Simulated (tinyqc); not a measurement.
Conductivities from two wire lengths.

Inverse problem. A wire with uniform heating p0 per length and ends at the substrate temperature has theta(L/2) = (p0/g)[1 - 1/cosh(L/(2 LH))], LH = sqrt(kap A/g). Find LH, g and kap.

Values chosen for this exercise:
- A = 90 nm^2 (cross-section)
- p0 = 0.076 uW/nm (peak heating per length)

theta at the middle for L = 80 and 160 nm (K): 20.644882  42.994457

Solution. With c = cosh(L1/(2 LH)) the longer wire has 2 c^2 - 1. The ratio of the two rises falls steadily from 4 to 1 as c grows, so it fixes c; g and kap follow.

LH = 39.90 nm
g = 1.300 W/(m K)
kap = 23.00 W/(m K)

Computed by the program tinyqc: `OMP_NUM_THREADS=1 python tinyqc.py 2520106 2520107 out.jsonl`, one thread of a shared Intel Xeon 2.30GHz, about 0.01 s for the whole run.
